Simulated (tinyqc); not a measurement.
# CMOS inverter, nodal equation and switching: two studies

An n-channel pull-down (bn, VTn) and a p-channel pull-up (bp, VTp) share the input Vin and the output node Vout, which carries the load C. Transistor (EKV form, voltages against the body): I = 2 n b Vt^2 [F(vp - Vs) - F(vp - Vd)] from drain to source, F(v) = ln^2(1 + exp(v/(2 Vt))), vp = (Vg - VT + sg |Vd - Vs|)/n. n-channel bodies are at 0; for the p-channel device all voltages are counted down from Vdd. b in uA/V^2 gives I in uA. Static: In = Ip. Transient: C dVout/dt = Ip - In. No velocity saturation, no gate capacitance beyond C.

Values chosen for this exercise:
```
symbol,value,unit,meaning
T,300,K,temperature
Vdd,0.4,V,supply voltage
n,1.17,,slope factor
sg,0.041,,drain-induced barrier lowering
VTn,0.26,V,n-channel threshold
VTp,0.34,V,p-channel threshold (magnitude)
bn,420,uA/V^2,gain factor of the pull-down transistor
bp,420,uA/V^2,gain factor of the pull-up transistor
C,1.2,fF,load capacitance
```

Constants: q = 1.602176634e-19 C, kB = 1.380649e-23 J/K, Vt = kB T/q. Results are converted to the units shown.

Each table varies one quantity; the others keep the values above.

## Effect of the slope factor

VM solves In = Ip with Vin = Vout; VIL and VIH are the inputs of gain -1, NML = VIL - Vout(VIH), NMH = Vout(VIL) - VIH. For a step input the delay to Vdd/2 is tHL = C times the integral of dV/(In - Ip) from Vdd/2 to Vdd at Vin = Vdd, and tLH likewise with Ip - In from 0 to Vdd/2 at Vin = 0.

Result of one run:
```
n	VM (V)	gain at VM	NML (V)	NMH (V)	tHL (ps)	tLH (ps)
1.3	0.1616	-23.35	0.1203	0.2003	58.89	175.7
```

What becomes of these results when the slope factor n is changed from 1.3 to 1.4, all else the same?

Result of the changed run:
```
n	VM (V)	gain at VM	NML (V)	NMH (V)	tHL (ps)	tLH (ps)
1.4	0.1616	-23.24	0.1187	0.1987	62.08	177.6
```

The whole series:
```
n	VM (V)	gain at VM	NML (V)	NMH (V)	tHL (ps)	tLH (ps)
1	0.1616	-23.66	0.1254	0.2054	47.71	163.4
1.1	0.1616	-23.56	0.1236	0.2036	51.70	168.8
1.2	0.1616	-23.45	0.1219	0.2019	55.43	172.8
1.3	0.1616	-23.35	0.1203	0.2003	58.89	175.7
1.4	0.1616	-23.24	0.1187	0.1987	62.08	177.6
1.5	0.1616	-23.13	0.1171	0.1971	65.00	178.6
1.6	0.1616	-23.02	0.1157	0.1957	67.66	179.1
```

As n goes from 1 to 1.6, VM stays near 0.162 V, the size of the gain falls from 23.7 to 23.0, tHL rises from 47.7 to 67.7 ps and tLH rises from 163 to 179 ps. The smaller margin is largest, 0.125 V, at n = 1 among the rows.

## Effect of the drain-induced barrier lowering

Same model as above.

Result of one run:
```
sg	VM (V)	gain at VM	NML (V)	NMH (V)	tHL (ps)	tLH (ps)
0.1	0.1637	-9.847	0.1109	0.1909	44.59	128.5
```

What becomes of these results when the drain-induced barrier lowering sg is changed from 0.1 to 0.19, all else the same?

Result of the changed run:
```
sg	VM (V)	gain at VM	NML (V)	NMH (V)	tHL (ps)	tLH (ps)
0.19	0.1664	-5.220	0.09336	0.1734	34.02	86.77
```

The whole series:
```
sg	VM (V)	gain at VM	NML (V)	NMH (V)	tHL (ps)	tLH (ps)
0.01	0.1604	-86.17	0.1285	0.2085	60.74	202.4
0.04	0.1616	-24.05	0.1226	0.2026	54.53	172.7
0.07	0.1627	-13.97	0.1168	0.1968	49.20	148.4
0.1	0.1637	-9.847	0.1109	0.1909	44.59	128.5
0.13	0.1646	-7.601	0.1051	0.1851	40.59	112.0
0.16	0.1655	-6.190	0.09921	0.1792	37.09	98.29
0.19	0.1664	-5.220	0.09336	0.1734	34.02	86.77
0.22	0.1672	-4.513	0.08750	0.1675	31.31	77.03
```

As sg goes from 0.01 to 0.22, VM rises from 0.160 to 0.167 V, the size of the gain falls from 86.2 to 4.51, tHL falls from 60.7 to 31.3 ps and tLH falls from 202 to 77.0 ps. The smaller margin is largest, 0.128 V, at sg = 0.01 among the rows. Barrier lowering gives both transistors an output conductance, which caps the gain.

Numbers from tinyqc (`OMP_NUM_THREADS=1 python tinyqc.py 2340091 2340092 out.jsonl`; about 0.04 s on one thread of a shared Intel Xeon 2.30GHz).
